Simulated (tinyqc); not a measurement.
## Trap density from two Hall measurements

Inverse problem. p-type body, charge-sheet picture, full ionisation (an idealisation for deep acceptors), Boltzmann statistics for free electrons. e = Ec - EF at the surface. psi = Eg - Vt ln(Nv/Na) - e; N_dep = sqrt(2 eps0 eps_r Na (psi - Vt)/q); n_f = sqrt(N_dep^2 + 2 eps0 eps_r Vt Nc exp(-e/Vt)/q) - N_dep; Vg = Vfb + psi + q (N_dep + n_t + n_f)/Cox, Cox = eps0 eox/tox. Find e and n_t at both points and the mean trap density between them.

Inputs (values chosen for the exercise); band and dielectric values close to those of 4H silicon carbide:
```
symbol,value,unit,meaning
T,300,K,temperature
Eg,3.31,eV,band gap
eps_r,9.78,,relative permittivity
Nc,1.72e19,cm^-3,conduction-band density of states at T
Nv,2.45e19,cm^-3,valence-band density of states at T
eox,3.9,,relative permittivity of the insulator
tox,31,nm,insulator thickness
Na,3.2e15,cm^-3,acceptor density
Vfb,-2.91,V,flat-band voltage without trapped charge
```

Constants: q = 1.602176634e-19 C, kB = 1.380649e-23 J/K, Vt = kB T/q, eps0 = 8.8541878128e-14 F/cm where lengths are in cm. Results are converted to the units shown.

Vg (V): 0.81782404  1.7660957
free sheet density from the Hall effect (cm^-2): 4.6141027e10  4.8707928e11

Solution. Each n_f fixes e; what the gate voltage holds beyond psi, N_dep and n_f is trapped; the difference quotient is the density, smeared over a few Vt.

e (eV): 0.1300  0.05600
n_t (cm^-2): 1.775e11  3.404e11
mean trap density = 2.201e12 cm^-2 eV^-1

Numbers from tinyqc (`OMP_NUM_THREADS=1 python tinyqc.py 2222145 2222146 out.jsonl`; about 0.02 s on one thread of a shared Intel Xeon 2.30GHz).
